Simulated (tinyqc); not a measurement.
CIS on RHF in the sto-6g basis, for H6, spin multiplicity 1, step by step. One step of it, computed by the program tinyqc.

Problem. CIS singlet states. Diagonalise A (1 hartree = 27.211386 eV); each vector has its largest component positive (the first on a tie). The transition dipole is mu = sqrt2 sum c_ia <i|r|a>.

CIS matrix A, singlet (hartree), order 1>4, 1>5, 1>6, 2>4, 2>5, 2>6, 3>4, 3>5, 3>6:
```
[[0.744282, 0.000000, 0.024216, 0.000000, 0.006861, 0.000000, -0.005802, 0.000000, -0.041096],
 [0.000000, 1.048456, 0.000000, 0.047379, 0.000000, 0.039339, 0.000000, -0.023967, 0.000000],
 [0.024216, 0.000000, 1.379459, 0.000000, 0.068566, 0.000000, 0.019509, 0.000000, -0.029964],
 [0.000000, 0.047379, 0.000000, 0.656309, 0.000000, 0.025196, 0.000000, 0.016547, 0.000000],
 [0.006861, 0.000000, 0.068566, 0.000000, 0.971059, 0.000000, -0.056087, 0.000000, -0.010043],
 [0.000000, 0.039339, 0.000000, 0.025196, 0.000000, 1.318636, 0.000000, -0.054627, 0.000000],
 [-0.005802, 0.000000, 0.019509, 0.000000, -0.056087, 0.000000, 0.487971, 0.000000, 0.005241],
 [0.000000, -0.023967, 0.000000, 0.016547, 0.000000, -0.054627, 0.000000, 0.818409, 0.000000],
 [-0.041096, 0.000000, -0.029964, 0.000000, -0.010043, 0.000000, 0.005241, 0.000000, 1.172196]]
```

dipole integrals <i|r|a> (bohr), order 1>4, 1>5, 1>6, 2>4, 2>5, 2>6, 3>4, 3>5, 3>6:
```
[[0.000000, 0.000000, -0.078546],
 [0.000000, 0.000000, 0.000000],
 [0.000000, 0.000000, -0.215681],
 [0.000000, 0.000000, 0.000000],
 [0.000000, 0.000000, 0.606053],
 [0.000000, 0.000000, 0.000000],
 [0.000000, 0.000000, 2.034509],
 [0.000000, 0.000000, 0.000000],
 [0.000000, 0.000000, 0.086118]]
```

Give: singlet excitation energies; lowest vectors; oscillator strengths 2/3 w |mu|^2.

Solution.

singlet excitation energies (eV): [13.0769, 17.6171, 20.1282, 22.1503, 26.3096, 28.5270, 31.8724, 36.2466, 38.0022]

lowest vectors, order 1>4, 1>5, 1>6, 2>4, 2>5, 2>6, 3>4, 3>5, 3>6:
```
[[0.0207, 0.0000, 0.9949, 0.0000, 0.0108, 0.0000],
 [0.0000, -0.1198, 0.0000, 0.0572, 0.0000, 0.9793],
 [-0.0313, 0.0000, -0.0305, 0.0000, -0.1555, 0.0000],
 [0.0000, 0.9841, 0.0000, 0.1357, 0.0000, 0.1055],
 [0.1174, 0.0000, -0.0210, 0.0000, 0.9799, 0.0000],
 [0.0000, -0.0401, 0.0000, 0.0953, 0.0000, -0.1636],
 [0.9924, 0.0000, -0.0187, 0.0000, -0.1209, 0.0000],
 [0.0000, -0.1248, 0.0000, 0.9845, 0.0000, -0.0556],
 [-0.0059, 0.0000, 0.0922, 0.0000, 0.0305, 0.0000]]
```

oscillator strengths 2/3 w |mu|^2: [2.8116, 0.0000, 0.0129, 0.0000, 0.1893, 0.0000]
